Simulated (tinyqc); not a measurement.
Tail length against growth temperature: equilibrium and kinetic segregation of a solute to boundaries and growing surfaces. Computed by tinyqc, a small Python program. Command: `OMP_NUM_THREADS=1 python tinyqc.py 3022262 3022263 out.jsonl segreg walk`. One thread of a shared host (Intel(R) Xeon(R) Processor @ 2.30GHz), about 0.01 s of CPU time with the checks.

Inputs (values chosen for the exercise, modelled on phosphorus in polycrystalline silicon): exchange barrier E_b = 1.85 eV; surface segregation energy E_s = 0.35 eV; growth rate = 0.051 monolayers/s.

Constants: k_B = 8.617333262e-05 eV/K.

Method. Two-state exchange during growth, dilute: jump up r_u = nu exp(-E_b/(k_B T_g)), jump back r_d = r_u exp(-E_s/(k_B T_g)), nu = 1e13 1/s. In the time 1/R of one monolayer the share carried up is p = [r_u/(r_u + r_d)] [1 - exp(-(r_u + r_d)/R)]; the tail decays as p^n, length -1/ln p monolayers; the equilibrium limit has p = r_u/(r_u + r_d).

Exchange model:
```
T_g (K)       r_u/R        p  length (monolayers)  equilibrium limit
561      4.7080e-03  0.00470           1.8654e-01             1394.4
600      5.6639e-02  0.05506           3.4491e-01              871.2
633      3.6578e-01  0.30626           8.4508e-01              612.3
665      1.8707e+00  0.84474           5.9266e+00              449.8
691      6.3028e+00  0.99541           2.1750e+02              357.5
718      2.0274e+01  0.99652           2.8673e+02              286.7
757      9.4609e+01  0.99535           2.1437e+02              214.4
815      7.1194e+02  0.99320           1.4649e+02              146.5
913      1.2034e+04  0.98844           8.6007e+01               86.0
```

What does the comparison show, and why?

The length peaks among these rows at 718 K with 287 monolayers. Below, exchange freezes (r_u/R = 0.0047 in the first row); above, the length follows the equilibrium limit, about exp(E_s/(k_B T)), down to 86.0.

Extremes, crossings and ranges named in words are read from the listed rows.
